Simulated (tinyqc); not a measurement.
# Current of a Schottky diode by thermionic-emission-diffusion theory, and its read-back from I-V-T and C-V data, step by step

A worked calculation. Computed by tinyqc, a small Python program that keeps every step. Command: `OMP_NUM_THREADS=1 python tinyqc.py 3027933 3027934 out.jsonl schottky walk`. One thread of a shared host (Intel(R) Xeon(R) Processor @ 2.30GHz), about 0.01 s of CPU time with the checks. Intermediate numbers are printed to about 7 digits and carried at full precision; extremes and crossings named in words are read from the listed rows.

Full ionisation, no tunnelling, no recombination current. V is the voltage across the junction itself, forward positive.

Inputs (values chosen for the exercise, modelled on p-type silicon):
```
quantity,value,unit
Richardson constant A*,33.1,A/(cm^2 K^2)
"effective density of states at 300 K, N_c",2.6e+19,1/cm^3
permittivity eps,11.7,-
mobility mu,420,cm^2/(V s)
barrier without image force phi_0,0.583,eV
doping N,1.9e+16,1/cm^3
series resistance R_s,12,milliohm cm^2
junction voltage V,0.19,V
temperature T,300,K
```

Barrier: uniform.

Constants: k_B = 8.617333262e-05 eV/K; e = 1.602176634e-19 C; eps_0 = 8.8541878128e-12 F/m.

## Barrier at the given bias

N_c(T) = N_c (T/300 K)^(3/2); V_bi = phi_0 - (k_B T/e) ln(N_c(T)/N); surface field F = sqrt(2 e N (V_bi - V - k_B T/e)/(eps eps_0)); image lowering d_phi = sqrt(e F/(4 pi eps eps_0)); effective barrier phi = phi_0 - d_phi.

built-in voltage V_bi = 0.3963120 V

surface field F = 32.56644 kV/cm

image lowering = 20.02018 meV

effective barrier phi = 0.5629798 eV

## Current

Collection velocity v_R = A* T^2/(e N_c(T)); diffusion velocity v_D = mu F; J = e N_c(T) v_R/(1 + v_R/v_D) exp(-phi/k_B T) [exp(e V/k_B T) - 1]. Terminal voltage V + J R_s.

v_R = 715132.9 cm/s

v_D = 1.367790e+07 cm/s

current density J = 1.534169 A/cm^2

terminal voltage = 0.2084100 V

v_D/v_R = 19.1: emission over the barrier limits the current.

## Read-back from the I-V curve

Ideality n = (e/k_B T)/(d ln J/dV) by a central difference of +/- 1 mV; J_0 = J exp(-e V/(n k_B T)); apparent barrier phi_IV = k_B T ln(A* T^2/J_0); a C-V plot gives phi_CV = phi_0, the mean without lowering.

ideality factor n = 1.031620

extrapolated J_0 = 0.001235510 A/cm^2

apparent barrier phi_IV = 0.5584903 eV

phi_CV - phi_IV = 24.50969 meV

n exceeds 1 because forward bias lowers the field, which weakens the image lowering.

## Temperature series and Richardson plot

A least-squares line of ln(J_0/T^2) against 1/(k_B T) gives a barrier (minus the slope) and a Richardson constant (exp of the intercept).

At the same junction voltage:
```
T (K),1/k_B T (1/eV),n,J_0 (A/cm^2),phi_IV (eV),ln(J_0/T^2)
200,58.02259,1.022592,1.189144e-08,0.5574314,-28.84408
250,46.41807,1.026292,1.168517e-05,0.5579647,-22.40011
300,38.68173,1.031620,1.235510e-03,0.5584903,-18.10384
350,33.15577,1.040246,3.635970e-02,0.5588679,-15.03016
400,29.01130,1.058099,4.876573e-01,0.5584240,-12.70107
450,25.78782,1.118336,4.289867e+00,0.5530430,-10.76224
```

barrier from the Richardson plot = 0.5589698 eV

Richardson constant from the plot = 34.95119 A/(cm^2 K^2)

From 200 to 450 K n goes from 1.023 to 1.118 and phi_IV from 0.557 to 0.553 eV. The plot returns 0.559 eV against phi_0 = 0.583 and a constant 1.06 times the true A*.

## Forward curve with series resistance

Terminal voltage V + J R_s; apparent ideality from neighbouring rows, (e/k_B T) dV_terminal/d ln J.

Forward curve; the last column belongs to the interval up to the next row:
```
V (V),J (A/cm^2),terminal voltage (V),apparent n
0.0862,2.961397e-02,0.086555,1.03063
0.1200,1.091423e-01,0.121310,1.12121
0.1530,3.814069e-01,0.157577,1.38701
0.1870,1.370905e+00,0.203451,2.29006
0.2200,4.710309e+00,0.276524,5.42979
0.2540,1.663992e+01,0.453679,16.07860
0.2870,5.580434e+01,0.956652,50.59258
0.3200,1.817537e+02,2.501044,-
```

The resistance takes over where J R_s exceeds k_B T/e, at J = 2.15 A/cm^2; the apparent ideality climbs from 1.03 to 50.6, so barrier and n must be read below that current. Rows where the resistance drops more than 1 V are formal, since self-heating is left out.

Checks made by the program: v_D = mu F against the drift-diffusion integral over the parabolic barrier, a ratio 2 y Dawson(y) with y^2 = (V_bi - V)/(k_B T/e) - 1 (relative difference 1e-01).
